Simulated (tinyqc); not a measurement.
Worked calculation: tight binding, kagome lattice. One step of it, computed by the program tinyqc.

Question. Bloch Hamiltonian at K. H_AB = -t1 - t2 exp(-i k.a1), H_AC = -t1 - t2 exp(-i k.a2), H_BC = -t1 - t2 exp(i k.(a1 - a2)), H_CC = delta.

Parameters chosen for this model:
```
parameter     value                unit
t1         0.650000    eV, up triangles
t2         0.650000  eV, down triangles
delta             0        eV on site C
```

k point K (fractions of the reciprocal vectors): 0.333333  0.666667

Give: H(k) at K.

Answer.

H(k) at K (eV), lower triangle (Hermitian):
```
               A              B      C
A          0.000
B  -0.325-0.563i          0.000
C  -0.325+0.563i  -0.325-0.563i  0.000
```
